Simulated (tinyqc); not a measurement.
Inside a calculation. Method: plane-wave Kohn-Sham cycle with exchange-only LDA in a layered model solid. One step of it, computed by the program tinyqc.

Task: Iteration 2: Hamiltonian at one k. H(m,m') = (k + G_m)^2/2 delta + V(G_m - G_m'), with V(-G) = V(G).

A solid whose potential varies along x alone (atomic units):

| parameter | value |
|---|---|
| period a | 4.700000 |
| cross-section of the cell | 32.000000 |
| electrons per cell | 2 |
| grid points | 16 |
| plane waves -n..n, n | 3 |
| k points | 4 |
| V1 in V1 cos(2 pi x/a) | -0.470000 |
| V2 in V2 cos(4 pi x/a) | -0.170000 |

V(G_m), m = 0, 1, 2, ... (hartree): -0.222252  -0.229252  -0.086549  -0.000050  0.000057  -0.000001  0.000000

k = 0.125000 2 pi / a

Give: H.

Result:

H (hartree):
```
         -3       -2       -1       +0       +1       +2       +3
-3   7.1638  -0.2293  -0.0865   0.0000   0.0001   0.0000   0.0000
-2  -0.2293   2.9192  -0.2293  -0.0865   0.0000   0.0001   0.0000
-1  -0.0865  -0.2293   0.4619  -0.2293  -0.0865   0.0000   0.0001
+0   0.0000  -0.0865  -0.2293  -0.2083  -0.2293  -0.0865   0.0000
+1   0.0001   0.0000  -0.0865  -0.2293   0.9087  -0.2293  -0.0865
+2   0.0000   0.0001   0.0000  -0.0865  -0.2293   3.8128  -0.2293
+3   0.0000   0.0000   0.0001   0.0000  -0.0865  -0.2293   8.5041
```
